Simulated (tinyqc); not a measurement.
Donor binding, ionisation and the Mott limit: two steps of the calculation.

Hydrogenic donor: Ry = (m0 q^3/(8 eps0^2 h^2)) me/eps_r^2 in eV, E0 = cc Ry, radius a = q/(8 pi eps0 eps_r E0), Mott density Nm = (0.26/a)^3. Below Nm the level sinks as Ed = E0 [1 - (N/Nm)^(1/3)]. Neutrality: Nc F12(eta) = N/(1 + 2 exp(eta + Ed/kB T)), F12(x) = (2/sqrt(pi)) int_0^infinity sqrt(u)/(1 + exp(u - x)) du.

Values chosen for this exercise; band and dielectric values close to those of gallium arsenide: temperature T = 77 K; relative permittivity eps_r = 13.2; mass in the hydrogenic formula, set independently of Nc me = 0.0681 m0; conduction-band density of states at 77 K Nc = 5.62e16 cm^-3; ratio of the true binding energy to the hydrogenic one cc = 2; donor density N = 1.3e15 cm^-3.

Constants: q = 1.602176634e-19 C, kB = 1.380649e-23 J/K, eps0 = 8.8541878128e-12 F/m, h = 6.62607015e-34 J s, m0 = 9.1093837015e-31 kg, Vt = kB T/q. Results are converted to the units shown.

Task 1. Binding energy, radius and Mott density. The mean spacing of the donors is N^(-1/3).

Find: Ry; E0; a; Nm; spacing over a; Ed.

Result 1.

Ry = 5.3177 meV
E0 = 10.635 meV
a = 5.1286 nm
Nm = 1.3029e17 cm^-3
spacing over a = 17.866
Ed = 8.3457 meV

Task 2. Ionisation. Solve the neutrality equation for eta. Boltzmann form: with k = (Nc/2) exp(-Ed/kB T) the ionised share is [-k + sqrt(k^2 + 4 k N)]/(2 N).

Ed = 8.3457251 meV

Find: eta; ionised share; n; ionised share, Boltzmann form.

Result 2.

eta = -3.8934
ionised share = 87.462 %
n = 1.1370e15 cm^-3
ionised share, Boltzmann form = 87.532 %

With the level held at E0 the share would be 83.8 %.

Range of the model: A sharp level with degeneracy 2 overstates freeze-out near Nm, where the impurity band broadens and merges with the conduction band.

Numbers from tinyqc (`OMP_NUM_THREADS=1 python tinyqc.py 2330146 2330147 out.jsonl`; about 0.01 s on one thread of a shared Intel Xeon 2.30GHz).
